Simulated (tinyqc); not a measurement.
Raising the sheet density: Gamma, L and X subbands of a thin body with non-parabolic valleys.

Hard walls, flat band, c = hbar^2/2m0, energies from the bulk Gamma edge. For a valley at angle theta to the normal 1/m_z = cos^2/ml + sin^2/mt and m_d = sqrt(ml mt^2/m_z). Subband n starts at E_v + e with e (1 + a e) = c (n pi/t)^2/m_z, and its density-of-states mass is taken as m_d (1 + 2 a e), without further growth at higher in-plane energy. Groups are named by valley and degeneracy.

n_i = g m/(2 pi c) kB T ln(1 + exp((EF - E_i)/kB T)), sum n_i = Ns (1e12/cm^2 = 1e-4/angstrom^2), c = hbar^2/2m0. Quantum capacitance Cq = 1602.176634 sum g m/(2 pi c) f_i in microfarad/cm^2 with f_i = 1/(1 + exp((E_i - EF)/kB T)); Cox = 34.5313/eot (one gate); C/Cox = Cq/(Cq + Cox), the centroid term left out.

Constants: hbar^2/2m0 = 3.80998211 eV angstrom^2; kB = 8.617333262e-05 eV/K.

Inputs chosen for the exercise (near those of a thin GaAs channel; not measured data):
- face = 100 (surface)
- mG = 0.068 m0 (Gamma mass)
- aG = 0.56 1/eV (Gamma non-parabolicity)
- EL = 0.3 eV (L edge above Gamma)
- mL = (1.95, 0.075) m0 (L valleys (four, along <111>): ml, mt)
- EX = 0.449 eV (X edge above Gamma)
- mX = (1.282, 0.227) m0 (X valleys (three, along <100>): ml, mt)
- aS = 0.61 1/eV (non-parabolicity of L and X)
- t = 44 angstrom (body thickness)
- T = 300 K (temperature)
- eot = 9 angstrom (equivalent oxide thickness)
- Nl = (0.5, 1, 2, 4, 7, 11, 16) x 1e12/cm^2 (sheet densities)

Fixed thickness, n = 1 to 8 of all groups; the gate overdrive above the lowest edge is (EF - E_lowest)/e + 0.1602177 Ns/Cox in volts.

Results:
```
Ns (1e12/cm^2)  EF - lowest (eV)  Gamma share (%)     Cq  C/Cox  overdrive (V)
0.5                       -0.009             99.2   2.41  0.386          0.011
1.0                        0.016             98.9   3.86  0.502          0.058
2.0                        0.050             97.9   5.36  0.583          0.134
4.0                        0.101             92.6   7.53  0.663          0.268
7.0                        0.147             76.3  15.70  0.804          0.439
11.0                       0.175             57.9  31.66  0.892          0.634
16.0                       0.195             44.3  51.30  0.930          0.863
```

The lowest subband is G1 n=1. At the highest density band filling takes 0.195 V of the 0.863 V overdrive. Cq grows from 2.4 to 51.3 microfarad/cm^2, helped by heavier valleys that begin to fill: the Gamma share falls from 99 % to 44 %.

(tinyqc, `OMP_NUM_THREADS=1 python tinyqc.py 1281331 1281332 out.jsonl`, Intel(R) Xeon(R) Processor @ 2.30GHz, 1 thread, shared host, about 0.04 s.)
